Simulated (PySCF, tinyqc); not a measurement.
MP2 on RHF in the sto-3g basis, for H6, spin multiplicity 1, step by step. The lowest restricted solution is unstable here: a spin-polarised one lies 0.0042 hartree lower (PySCF). One step of it, computed by the program tinyqc.

Problem. Iteration 7 (converged): orbitals. Diagonalise F' = X^T F X, C = X C', fill 3 alpha and 3 beta electrons from the bottom; D = 2 C_occ C_occ^T. Each column has its largest component positive (the first on a tie).

converged F (hartree), order 1H 1s, 2H 1s, 3H 1s, 4H 1s, 5H 1s, 6H 1s:
```
[[-0.253800, -0.485902, -0.187403, -0.012855, 0.000652, -0.011920],
 [-0.485902, -0.396011, -0.471424, -0.185528, -0.039893, 0.000669],
 [-0.187403, -0.471424, -0.404590, -0.496629, -0.185836, -0.012795],
 [-0.012855, -0.185528, -0.496629, -0.404973, -0.471990, -0.187415],
 [0.000652, -0.039893, -0.185836, -0.471990, -0.396047, -0.485428],
 [-0.011920, 0.000669, -0.012795, -0.187415, -0.485428, -0.253396]]
```

X, order 1H 1s, 2H 1s, 3H 1s, 4H 1s, 5H 1s, 6H 1s:
```
[[1.131405, -0.349077, 0.071252, -0.012097, 0.003021, -0.000660],
 [-0.349077, 1.323943, -0.430984, 0.080898, -0.016403, 0.003014],
 [0.071252, -0.430984, 1.337216, -0.397663, 0.080952, -0.012074],
 [-0.012097, 0.080898, -0.397663, 1.337756, -0.431622, 0.071245],
 [0.003021, -0.016403, 0.080952, -0.431622, 1.324065, -0.348593],
 [-0.000660, 0.003014, -0.012074, 0.071245, -0.348593, 1.131042]]
```

Give: F' = X^T F X; orbital energies; coefficients C; D after iteration 7.

Solution.

F' = X^T F X (hartree):
```
[[0.001, -0.509, 0.080, 0.015, 0.006, -0.017],
 [-0.509, 0.124, -0.506, 0.092, -0.019, 0.006],
 [0.080, -0.506, 0.130, -0.550, 0.092, 0.015],
 [0.015, 0.092, -0.550, 0.131, -0.506, 0.080],
 [0.006, -0.019, 0.092, -0.506, 0.124, -0.508],
 [-0.017, 0.006, 0.015, 0.080, -0.508, 0.001]]
```

orbital energies (hartree): [-0.702, -0.556, -0.309, 0.223, 0.681, 1.175]

coefficients C, order 1H 1s, 2H 1s, 3H 1s, 4H 1s, 5H 1s, 6H 1s:
```
[[0.147, 0.330, 0.492, -0.640, -0.661, -0.433],
 [0.275, 0.419, 0.263, 0.316, 0.912, 0.903],
 [0.364, 0.164, -0.435, 0.536, -0.427, -1.151],
 [0.364, -0.164, -0.435, -0.536, -0.428, 1.152],
 [0.276, -0.418, 0.264, -0.317, 0.911, -0.904],
 [0.147, -0.329, 0.493, 0.641, -0.660, 0.433]]
```

D after iteration 7, order 1H 1s, 2H 1s, 3H 1s, 4H 1s, 5H 1s, 6H 1s:
```
[[0.745, 0.616, -0.214, -0.429, 0.065, 0.312],
 [0.616, 0.640, 0.109, -0.165, -0.059, 0.065],
 [-0.214, 0.109, 0.697, 0.590, -0.165, -0.430],
 [-0.429, -0.165, 0.590, 0.697, 0.109, -0.214],
 [0.065, -0.059, -0.165, 0.109, 0.640, 0.616],
 [0.312, 0.065, -0.430, -0.214, 0.616, 0.745]]
```
